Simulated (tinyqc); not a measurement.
# Nanowire ballistic transistor, top-of-the-barrier model: effects of single changes

At the top of the source barrier, states moving towards the drain are filled by the source (Fermi level 0) and states moving back by the drain (Fermi level -q Vd); nothing scatters. U is the shift of the band edge there, set by the capacitances CG, CD and CS (the total) and by the charge. Parabolic one-dimensional subband; the source is grounded.

Inputs (values chosen for the exercise); mass and valleys close to those of germanium: temperature T = 300 K; effective mass m = 0.122 m0; valley degeneracy gv = 4; relative permittivity of the gate insulator eox = 16; insulator thickness tox = 1.2 nm; wire diameter d = 3 nm; gate control CG/CS aG = 0.77; drain control CD/CS aD = 0.104; band edge at the barrier top above the source Fermi level at zero bias E0 = 0.29 eV; drain voltage Vd = 0.5 V.

Constants: q = 1.602176634e-19 C, kB = 1.380649e-23 J/K, hbar = 1.054571817e-34 J s, h = 6.62607015e-34 J s, m0 = 9.1093837015e-31 kg, Vt = kB T/q, eps0 = 8.8541878128e-14 F/cm where lengths are in cm. Results are converted to the units shown.

Each table varies one quantity; the others keep the values above.

## Transfer curve

N0 = gv sqrt(2 m kB T/pi)/hbar, CG = 2 pi eps0 eox/ln(1 + 2 tox/d), CS = CG/aG, n0 = n at U = 0 and Vd = 0. eta1 = -(E0 + U)/Vt, eta2 = eta1 - Vd/Vt, n = (N0/2)[F_(-1/2)(eta1) + F_(-1/2)(eta2)], F_(-1/2)(x) = (1/sqrt(pi)) int_0^infinity u^(-1/2)/(1 + exp(u - x)) du. U = UL + q (n - n0)/CS with UL = -(aG Vg + aD Vd), energies in eV. I = gv (2 q^2/h) Vt [ln(1 + exp eta1) - ln(1 + exp eta2)]. CQ = (q/Vt) dn/d(eta1).

Transfer curve:
```
Vg (V)	eta1	n (cm^-1)	I (uA)	mean velocity I/(q n) (cm/s)	CQ/CS
0	-9.2063	325.94	8.0440e-4	1.5404e7	1.0270e-4
0.09	-6.5271	4745.7	0.011715	1.5408e7	0.0014939
0.17	-4.1586	50188	0.12426	1.5453e7	0.015643
0.26	-1.6375	5.5635e5	1.4238	1.5973e7	0.15487
0.35	0.42478	2.5188e6	7.4347	1.8423e7	0.43129
0.44	2.2825	5.1302e6	19.066	2.3196e7	0.41156
0.52	4.0348	7.1311e6	32.468	2.8417e7	0.31296
0.61	6.1386	8.9615e6	49.201	3.4267e7	0.24317
0.7	8.3324	1.0507e7	66.762	3.9660e7	0.20430
```

The current rises from 8.04e-4 to 66.8 uA. Between the first two rows the swing is 77.4 mV a decade, against Vt ln 10/aG = 77.3. CQ/CS goes from 1.0e-4 to 0.20, so a volt on the gate moves the band edge by 0.77 eV in the first row and 0.64 eV in the last: the device stays near the quantum-capacitance limit. The mean velocity rises from 1.54e7 to 3.97e7 cm/s.

## Output curve

Same model as above.

CQ = (q/Vt) dn/d(eta1).

In this table Vg = 0.5 V.

Output curve:
```
Vd (V)	eta1	n (cm^-1)	I (uA)	mean velocity I/(q n) (cm/s)	CQ/CS
0.01	1.4133	7.3044e6	2.3909	2.0430e6	0.90876
0.025	1.5828	6.9579e6	5.7841	5.1885e6	0.89095
0.05	1.8533	6.4185e6	10.779	1.0482e7	0.81420
0.1	2.2790	5.7061e6	17.552	1.9199e7	0.57247
0.15	2.5257	5.5615e6	20.556	2.3069e7	0.43340
0.2	2.6925	5.6703e6	22.046	2.4267e7	0.39300
0.3	2.9892	6.0054e6	24.342	2.5299e7	0.36863
0.4	3.2852	6.3428e6	26.616	2.6191e7	0.35127
0.6	3.8878	6.9836e6	31.312	2.7985e7	0.31983
0.8	4.5039	7.5819e6	36.174	2.9779e7	0.29305
```

The current rises from 2.39 to 36.2 uA; n goes from 7.30e6 through a minimum of 5.56e6 (at Vd = 0.15 V among the rows listed) to 7.58e6 cm^-1 and eta1 rises from 1.41 to 4.50. The resistance in the first row is 4.18 kohm, against h/(2 q^2 gv) = 3.23 kohm for one open subband, though nothing scatters in the channel. The current passes 90 % of its last value at Vd = 0.8 V among the rows, where eta2 = -26; returning states are gone from Vd = 0.3 V on (eta2 < -7), and from there the drain control aD lifts eta1 from 2.99 to 4.50.

Numbers from tinyqc (`OMP_NUM_THREADS=1 python tinyqc.py 2400080 2400081 out.jsonl`; about 0.04 s on one thread of a shared Intel Xeon 2.30GHz).
